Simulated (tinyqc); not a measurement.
Resistance of a source-drain extension with a graded tip: two steps of the calculation.

y runs along the channel, the gate covers y > 0. The doping is N0 for y < y0 and N0 10^(-(y - y0)/la) beyond, uniform over the depth xj. Sheet conductance s(y) = q mu(N) max(N - Nch, 0) xj + (for y > 0) ma Cox Vo, with mu(N) = u0 + (u1 - u0)/(1 + (N/Nr)^au) and Cox = eps0 eox/tox. Current is taken as one-dimensional; depletion of the tip, spreading and the contact are left out. The metallurgical junction lies at yj, where N = Nch.

Inputs (values chosen for the exercise); mobility law close to that of electrons in silicon:
```
symbol   value        unit                                                                 meaning
eox        3.9              relative permittivity of the gate insulator (close to silicon dioxide)
tox        1.6          nm                                                     insulator thickness
N0      7.5e19       cm^-3                        active doping of the extension far from the gate
la         5.2   nm/decade                                                      lateral abruptness
y0         4.5          nm          position under the gate where the fall begins (gate edge at 0)
xj          17          nm                                                  depth of the extension
Nch     1.7e18       cm^-3                                                          channel doping
Vo        0.47           V                                                          gate overdrive
ma         140  cm^2/(V s)                                      mobility of the gate-induced layer
u1        1414  cm^2/(V s)                                                  mobility at low doping
u0        68.5  cm^2/(V s)                                                 mobility at high doping
Nr      9.2e16       cm^-3                                                        reference doping
au       0.711                                                                            exponent
Lg          50          nm                                                             gate length
```

Constants: q = 1.602176634e-19 C, eps0 = 8.8541878128e-14 F/cm where lengths are in cm. Results are converted to the units shown.

Problem 1. Sheet resistances and junction position. yj = y0 + la log10(N0/Nch); sheet resistance of the full extension 1/[q mu(N0)(N0 - Nch) xj] and of the gate-induced layer 1/(ma Cox Vo); metallurgical length Lg - 2 yj; ye is where the doped and the gate-induced conductances are equal.

Wanted: yj; sheet resistance of the extension; sheet resistance of the induced layer; metallurgical length; ye; N at ye.

Solution 1.

yj = 13.052 nm
sheet resistance of the extension = 627.22 ohm/square
sheet resistance of the induced layer = 7041.8 ohm/square
metallurgical length = 23.896 nm
ye = 10.414 nm
N at ye = 5.4676e18 cm^-3

The gate takes over 2.64 nm before the junction, where N is still 3.22 times the channel doping.

Problem 2. Resistance of the overlapped part. Midpoint rule on 9 equal steps from 0 to yj: R_ov = sum h/s(y), per width.

Give: y; N; doped conductance; sheet resistance; R_ov.

Solution 2.

| point | y (nm) | N (cm^-3) | doped conductance (uS) | sheet resistance (ohm/square) |
|---|---|---|---|---|
| 0 | 0.72511 | 7.5000e19 | 1594.3 | 575.92 |
| 1 | 2.1753 | 7.5000e19 | 1594.3 | 575.92 |
| 2 | 3.6256 | 7.5000e19 | 1594.3 | 575.92 |
| 3 | 5.0758 | 5.8121e19 | 1261.5 | 712.47 |
| 4 | 6.5260 | 3.0581e19 | 706.64 | 1178.3 |
| 5 | 7.9762 | 1.6090e19 | 399.28 | 1847.5 |
| 6 | 9.4264 | 8.4658e18 | 221.94 | 2747.6 |
| 7 | 10.877 | 4.4543e18 | 111.55 | 3943.8 |
| 8 | 12.327 | 2.3437e18 | 33.464 | 5698.8 |

R_ov = 25.896 ohm um

Program tinyqc, `OMP_NUM_THREADS=1 python tinyqc.py 2282129 2282130 out.jsonl`; Intel Xeon 2.30GHz, shared host, one thread, about 0.03 s.
